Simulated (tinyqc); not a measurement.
Worked calculation: G0W0 on RHF in the sto-3g basis, for BeH2, spin multiplicity 1. One step of it, computed by the program tinyqc.

Question. Iteration 1: building the Fock matrix. J_ij = sum D_kl (ij|kl), K_ij = sum D_kl (ik|jl); F = H + J - 0.5 K; E = tr D H + tr D J / 2 - 0.25 tr D K + E_nn.

D at the start:
```
            1Be 1s     1Be 2s   1Be 2px    1Be 2py   1Be 2pz      2H 1s      3H 1s
1Be 1s    2.135026  -0.495854  0.000000   0.000000  0.000000  -0.035728  -0.035728
1Be 2s   -0.495854   1.762211  0.000000   0.000000  0.000000   0.192385   0.192385
1Be 2px   0.000000   0.000000  0.000000   0.000000  0.000000   0.000000   0.000000
1Be 2py   0.000000   0.000000  0.000000   2.069173  0.000000  -0.035339   0.035339
1Be 2pz   0.000000   0.000000  0.000000   0.000000  0.000000   0.000000   0.000000
2H 1s    -0.035728   0.192385  0.000000  -0.035339  0.000000   0.021777   0.020569
3H 1s    -0.035728   0.192385  0.000000   0.035339  0.000000   0.020569   0.021777
```

core Hamiltonian H = T + V (hartree):
```
            1Be 1s     1Be 2s    1Be 2px    1Be 2py    1Be 2pz      2H 1s      3H 1s
1Be 1s   -8.604646  -2.123659   0.000000   0.000000   0.000000  -0.467218  -0.467218
1Be 2s   -2.123659  -2.802962   0.000000   0.000000   0.000000  -1.151385  -1.151385
1Be 2px   0.000000   0.000000  -2.264602   0.000000   0.000000   0.000000   0.000000
1Be 2py   0.000000   0.000000   0.000000  -2.476253   0.000000  -1.225881   1.225881
1Be 2pz   0.000000   0.000000   0.000000   0.000000  -2.264602   0.000000   0.000000
2H 1s    -0.467218  -1.151385   0.000000  -1.225881   0.000000  -2.118147  -0.088496
3H 1s    -0.467218  -1.151385   0.000000   1.225881   0.000000  -0.088496  -2.118147
```

Two-electron integrals (ij|kl) in chemists' order, unique and non-zero (hartree):
```
(11|11) 2.298831    (21|11) 0.392036    (21|21) 0.079539    (22|11) 0.570988
(22|21) 0.143041    (22|22) 0.417683    (31|31) 0.014607    (32|31) 0.021888
(32|32) 0.092265    (33|11) 0.569578    (33|21) 0.143083    (33|22) 0.417589
(33|33) 0.449859    (41|41) 0.014607    (42|41) 0.021888    (42|42) 0.092265
(43|43) 0.024249    (44|11) 0.569578    (44|21) 0.143083    (44|22) 0.417589
(44|33) 0.401360    (44|44) 0.449859    (51|51) 0.014607    (52|51) 0.021888
(52|52) 0.092265    (53|53) 0.024249    (54|54) 0.024249    (55|11) 0.569578
(55|21) 0.143083    (55|22) 0.417589    (55|33) 0.401360    (55|44) 0.401360
(55|55) 0.449859    (61|11) 0.084147    (61|21) 0.017063    (61|22) 0.030936
(61|33) 0.030715    (61|41) 0.001516    (61|42) 0.002853    (61|44) 0.031395
(61|55) 0.030715    (61|61) 0.003840    (62|11) 0.200104    (62|21) 0.050841
(62|22) 0.161212    (62|33) 0.155149    (62|41) 0.006667    (62|42) 0.040517
(62|44) 0.173194    (62|55) 0.155149    (62|61) 0.012064    (62|62) 0.091820
(63|31) 0.004721    (63|32) 0.021961    (63|43) 0.007058    (63|63) 0.008561
(64|11) 0.213264    (64|21) 0.054856    (64|22) 0.182449    (64|33) 0.171635
(64|41) 0.010851    (64|42) 0.063121    (64|44) 0.203892    (64|55) 0.171635
(64|61) 0.013618    (64|62) 0.118318    (64|64) 0.157623    (65|51) 0.004721
(65|52) 0.021961    (65|54) 0.007058    (65|65) 0.008561    (66|11) 0.366421
(66|21) 0.094789    (66|22) 0.336482    (66|33) 0.312066    (66|41) 0.014745
(66|42) 0.115103    (66|44) 0.385049    (66|55) 0.312066    (66|61) 0.023108
(66|62) 0.242299    (66|64) 0.331792    (66|66) 0.774606    (71|11) 0.084147
(71|21) 0.017063    (71|22) 0.030936    (71|33) 0.030715    (71|41) -0.001516
(71|42) -0.002853   (71|44) 0.031395    (71|55) 0.030715    (71|61) 0.003504
(71|62) 0.010176    (71|64) 0.010573    (71|66) 0.018728    (71|71) 0.003840
(72|11) 0.200104    (72|21) 0.050841    (72|22) 0.161212    (72|33) 0.155149
(72|41) -0.006667   (72|42) -0.040517   (72|44) 0.173194    (72|55) 0.155149
(72|61) 0.010176    (72|62) 0.048060    (72|64) 0.049551    (72|66) 0.093680
(72|71) 0.012064    (72|72) 0.091820    (73|31) 0.004721    (73|32) 0.021961
(73|43) -0.007058   (73|63) 0.003564    (73|73) 0.008561    (74|11) -0.213264
(74|21) -0.054856   (74|22) -0.182449   (74|33) -0.171635   (74|41) 0.010851
(74|42) 0.063121    (74|44) -0.203892   (74|55) -0.171635   (74|61) -0.010573
(74|62) -0.049551   (74|64) -0.049190   (74|66) -0.095414   (74|71) -0.013618
(74|72) -0.118318   (74|74) 0.157623    (75|51) 0.004721    (75|52) 0.021961
(75|54) -0.007058   (75|65) 0.003564    (75|75) 0.008561    (76|11) 0.014990
(76|21) 0.003708    (76|22) 0.010473    (76|33) 0.010314    (76|44) 0.010787
(76|55) 0.010314    (76|61) 0.000805    (76|62) 0.004150    (76|64) 0.004769
(76|66) 0.008895    (76|71) 0.000805    (76|72) 0.004150    (76|74) -0.004769
(76|76) 0.000267    (77|11) 0.366421    (77|21) 0.094789    (77|22) 0.336482
(77|33) 0.312066    (77|41) -0.014745   (77|42) -0.115103   (77|44) 0.385049
(77|55) 0.312066    (77|61) 0.018728    (77|62) 0.093680    (77|64) 0.095414
(77|66) 0.184364    (77|71) 0.023108    (77|72) 0.242299    (77|74) -0.331792
(77|76) 0.008895    (77|77) 0.774606
```

nuclear repulsion = 3.13449916 hartree

Give: Coulomb J; exchange K; Fock matrix F; total energy of this density.

Answer.

Coulomb J (hartree):
```
         1Be 1s  1Be 2s  1Be 2px  1Be 2py  1Be 2pz   2H 1s    3H 1s
1Be 1s   6.8324  1.3395   0.0000   0.0000   0.0000  0.2895   0.2895
1Be 2s   1.3395  2.7863   0.0000   0.0000   0.0000  1.0671   1.0671
1Be 2px  0.0000  0.0000   2.7453   0.0000   0.0000  0.0000   0.0000
1Be 2py  0.0000  0.0000   0.0000   2.8581   0.0000  1.2021  -1.2021
1Be 2pz  0.0000  0.0000   0.0000   0.0000   2.7453  0.0000   0.0000
2H 1s    0.2895  1.0671   0.0000   1.2021   0.0000  2.1953   0.0719
3H 1s    0.2895  1.0671   0.0000  -1.2021   0.0000  0.0719   2.1953
```

exchange K (hartree):
```
         1Be 1s  1Be 2s  1Be 2px  1Be 2py  1Be 2pz   2H 1s    3H 1s
1Be 1s   4.6909  0.8280   0.0000   0.0000   0.0000  0.1937   0.1937
1Be 2s   0.8280  1.0720   0.0000   0.0000   0.0000  0.5008   0.5008
1Be 2px  0.0000  0.0000   0.2380   0.0000   0.0000  0.0000   0.0000
1Be 2py  0.0000  0.0000   0.0000   1.1259   0.0000  0.5113  -0.5113
1Be 2pz  0.0000  0.0000   0.0000   0.0000   0.2380  0.0000   0.0000
2H 1s    0.1937  0.5008   0.0000   0.5113   0.0000  0.5714   0.0271
3H 1s    0.1937  0.5008   0.0000  -0.5113   0.0000  0.0271   0.5714
```

Fock matrix F (hartree):
```
          1Be 1s   1Be 2s  1Be 2px  1Be 2py  1Be 2pz    2H 1s    3H 1s
1Be 1s   -4.1177  -1.1982   0.0000   0.0000   0.0000  -0.2746  -0.2746
1Be 2s   -1.1982  -0.5527   0.0000   0.0000   0.0000  -0.3347  -0.3347
1Be 2px   0.0000   0.0000   0.3617   0.0000   0.0000   0.0000   0.0000
1Be 2py   0.0000   0.0000   0.0000  -0.1812   0.0000  -0.2794   0.2794
1Be 2pz   0.0000   0.0000   0.0000   0.0000   0.3617   0.0000   0.0000
2H 1s    -0.2746  -0.3347   0.0000  -0.2794   0.0000  -0.2085  -0.0302
3H 1s    -0.2746  -0.3347   0.0000   0.2794   0.0000  -0.0302  -0.2085
```

total energy of this density = -14.971059 hartree
